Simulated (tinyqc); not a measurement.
# Ionisation ratio from the excess noise

Question. In the local model of an avalanche photodiode F = k M + (1 - k)(2 - 1/M), k the ratio of the ionisation coefficient of the other carrier to that of the injected one. Find k and F at twice the gain.

M = 8
excess noise factor F = 2.4875000

Answer. F is linear in k: k = (F - 2 + 1/M)/(M - 2 + 1/M).

k = 0.100
F at 2 M = 3.34

Numbers from tinyqc (`OMP_NUM_THREADS=1 python tinyqc.py 2120023 2120024 out.jsonl`; about 0.1 s on one thread of a shared Intel Xeon 2.30GHz).
